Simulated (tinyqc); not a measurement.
Electron mobility in a silicon inversion layer, empirical terms and Matthiessen rule: two steps of the calculation.

Inversion layer of sheet density Ns on a uniformly doped body, under a high-permittivity gate with an interlayer. The mobility terms are empirical power laws with prefactors chosen for the exercise; adding their inverses (Matthiessen) is itself an approximation.

Inputs (values chosen for the exercise); material values close to those of silicon:
```
symbol,value,unit,meaning
T,250,K,temperature
Eg,1.12,eV,band gap
eps_r,11.7,,relative permittivity of the semiconductor
Nc,2.11e19,cm^-3,conduction-band density of states at T
Nv,2.03e19,cm^-3,valence-band density of states at T
Nb,3.1e17,cm^-3,body doping
Vsb,0.3,V,reverse body bias
eta,0.5,,weight of the inversion charge in the effective field
Ap,434,cm^2/(V s),phonon-limited mobility at 1 MV/cm and 300 K
As,742,cm^2/(V s),roughness-limited mobility at 1 MV/cm
gs,2,,exponent of the roughness term
Ac,2700,cm^2/(V s),Coulomb prefactor
Nit,1.7e10,cm^-2,charge at the interface
Ar,240,cm^2/(V s),remote-phonon mobility without interlayer
ti,1,nm,interlayer thickness
lr,0.7,nm,decay length of remote phonons
Ns,7.8e12,cm^-2,inversion density
```

Constants: q = 1.602176634e-19 C, kB = 1.380649e-23 J/K, Vt = kB T/q, eps0 = 8.8541878128e-14 F/cm where lengths are in cm. Results are converted to the units shown.

Task 1. Depletion charge and effective field. ni = sqrt(Nc Nv) exp(-Eg/(2 Vt)), Eg in volts; Ndep = sqrt(2 eps0 eps_r Nb (2 Vt ln(Nb/ni) + Vsb)/q); E = q (Ndep + eta Ns)/(eps0 eps_r), in MV/cm.

Wanted: ni; Ndep; E.

Result 1.

ni = 1.064e8 cm^-3
Ndep = 2.229e12 cm^-2
E = 0.9479 MV/cm

The depletion charge gives 36.4 % of the field.

Task 2. Mobility terms and their sum. With t = T/(300 K): muC = Ac (Ns/1e12 cm^-2) t/(Nb/1e17 cm^-3 + Nit/1e11 cm^-2), muP = Ap E^(-1/3) t^(-1.75), muS = As E^(-gs), muR = Ar exp(2 ti/lr)/t; 1/mu is the sum of the inverses.

E = 0.94785181 MV/cm

Wanted: terms; mu; shares of 1/mu.

Result 2.

terms (cm^2/(V s)): Coulomb 5367.0, phonon 607.87, roughness 825.89, remote phonon 5014.6
mu = 308.49 cm^2/(V s)
shares of 1/mu (%): Coulomb 5.7478, phonon 50.749, roughness 37.352, remote phonon 6.1518

The phonon term limits most.

Program tinyqc, `OMP_NUM_THREADS=1 python tinyqc.py 2510158 2510159 out.jsonl`; Intel Xeon 2.30GHz, shared host, one thread, about 0.01 s.
